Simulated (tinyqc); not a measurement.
Strain and the order of the valence edges: six-band k.p model of the valence band of a wurtzite crystal.

At k = 0: E1 = D1c + D2c + Te + Le (pure HH); E2, E3 = Le + u +/- sqrt(u^2 + 2 D3c^2), u = (D1c - D2c + Te)/2, D1c = Dcr, D2c = D3c = Dso/3. The weight of LH in state 2 is fL = (E2 - Le)^2/((E2 - Le)^2 + 2 D3c^2). Relative strengths of transitions to the conduction band: for E perpendicular to c (TE) 1/2, fL/2, (1 - fL)/2; for E along c (TM) 0, 1 - fL, fL, with one momentum element for both directions.

Strain of a c-plane layer: exx = eyy = e_par, ezz = -2 (C13/C33) e_par; Le = D1 ezz + D2 (exx + eyy), Te = D3 ezz + D4 (exx + eyy).

Conduction edge: Ec = (top of the unstrained valence band) + Eg + (a1 + D1) ezz + (a2 + D2)(exx + eyy).
Constants: kB = 8.617333262e-05 eV/K.

Values chosen for the exercise (near those of AlN; shifted at random, so the results belong to these values and not to a real crystal): Dcr = -0.1488 eV (crystal-field splitting); Dso = 0.0192 eV (spin-orbit splitting); Eg = 6.245 eV (direct gap at Gamma from the top of the unstrained valence band); a1 = -3.44 eV (gap potential along c); a2 = -11.58 eV (gap potential in the plane); D1 = -17.64 eV; D2 = 8.23 eV; D3 = 9.18 eV; D4 = -3.74 eV; C13 = 113 GPa; C33 = 379 GPa; T = 300 K (temperature).

Edges from the unstrained top. Degree of polarisation (TE - TM)/(TE + TM), each state weighted by exp(E/kT) alone (equal densities of states).

Results:
```
e_par (%)  E1 (meV)  E2 (meV)  E3 (meV)     fL  lowest transition (eV)  polarisation
-2.00        -423.4    -435.4    -540.9  0.993                  6.5510         0.963
-1.50        -353.3    -364.1    -407.2  0.954                  6.5102         0.691
-1.00        -283.2    -267.4    -298.8  0.091                  6.4537        -0.348
-0.50        -213.0    -134.5    -226.7  0.010                  6.3502        -0.917
0.50          -72.8     134.7     -86.0  0.002                  6.1396        -0.998
1.00           -2.7     269.5     -15.8  0.001                  6.0342        -0.999
1.50           67.4     404.4      54.4  0.001                  5.9287        -0.999
2.00          137.6     539.2     124.6  0.000                  5.8232        -1.000
```

Give the missing row, e_par (%) = 0.00.

Computed row:
```
e_par (%)  E1 (meV)  E2 (meV)  E3 (meV)     fL  lowest transition (eV)  polarisation
0.00         -142.9       0.0    -156.3  0.003                  6.2450        -0.990
```

E1 = E2 requires Dcr + Te = 0, which here falls at e_par = -1.15 %, inside the sweep: state 1 is on top for smaller e_par and state 2 beyond. The polarisation goes from +0.96 to -1.00 and changes sign between -1.50 and -1.00 %; the lowest transition moves by -182 meV per 1 % on average.

Program tinyqc; command `OMP_NUM_THREADS=1 python tinyqc.py 1050152 1050153 out.jsonl`; about 0.01 s on one thread of a shared Intel(R) Xeon(R) Processor @ 2.30GHz.
